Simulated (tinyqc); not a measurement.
## Off-state leakage of single and stacked transistors: leakage components against the threshold

n-channel devices of unit width. Subthreshold current I(Vg, Vs, Vd) = I0 (T/300 K)^0.5 exp[(Vg - Vs - VT(T) - gb (Vs - Vb) + dd (Vd - Vs))/(nf Vt)] (1 - exp(-(Vd - Vs)/Vt)), VT(T) = VT - cT (T - 300 K). Gate-edge tunnelling Ig (Vd/1 V) exp(ag (Vd - 1 V)), for a gate at 0 V, and band-to-band leakage Ab u exp(-Bb/u), u = Vd - Vb + 1 V, flow at a drain held at V; both are taken as independent of T. In a stack of off transistors (all gates at 0 V) the same subthreshold current passes through each.

One transistor with Vg = Vs = 0, Vd = V; stack factor I(one)/I(two in series).

Parameters, values chosen for the exercise; values of the order met in bulk silicon logic transistors:

| symbol | value | unit | meaning |
|---|---|---|---|
| T | 300 | K | temperature |
| V | 0.8 | V | supply voltage |
| cT | 0.7 | mV/K | fall of the threshold with temperature |
| I0 | 0.35 | uA/um | current at threshold at 300 K |
| nf | 1.18 |  | slope factor |
| dd | 0.16 |  | drain-induced lowering per volt |
| gb | 0.19 |  | rise of the threshold per volt of source-body bias |
| Ig | 2e-6 | uA/um | gate-edge tunnelling current at 1 V |
| ag | 3.7 | 1/V | exponential slope of the gate current |
| Ab | 20 | uA/(um V) | prefactor of band-to-band leakage at the drain |
| Bb | 23 | V | its exponential voltage |
| Vb | 0 | V | body voltage |

Constants: q = 1.602176634e-19 C, kB = 1.380649e-23 J/K, Vt = kB T/q. Results are converted to the units shown.

The same in every row: gate edge (nA/um) = 7.634e-4; band-to-band (nA/um) = 0.1016; stack factor = 44.02.

Results:
```
VT (V),subthreshold (nA/um),total (nA/um),largest part
0.15,170.2,170.3,subthreshold
0.2,33.04,33.14,subthreshold
0.25,6.415,6.517,subthreshold
0.3,1.246,1.348,subthreshold
0.35,0.2418,0.3442,subthreshold
0.45,0.009117,0.1115,band-to-band
0.5,0.001770,0.1042,band-to-band
0.55,3.437e-4,0.1027,band-to-band
0.6,6.674e-5,0.1025,band-to-band
```

Estimate the missing row, VT = 0.4 V.

Computed row:
```
VT (V),subthreshold (nA/um),total (nA/um),largest part
0.4,0.04696,0.1493,band-to-band
```

With this row back in the table: As VT goes from 0.15 to 0.6, the total leakage falls from 170 to 0.102 nA/um. The subthreshold part leads at VT = 0.15, the band-to-band part from 0.4 on. The reduction by a stack of two stays at 44.0, for the subthreshold part alone. For VT = 0.15, 0.2 the gate is within about 3 nf Vt of threshold, where the exponential law overstates the current.

Program tinyqc, `OMP_NUM_THREADS=1 python tinyqc.py 2242219 2242220 out.jsonl`; Intel Xeon 2.30GHz, shared host, one thread, about 0.03 s.
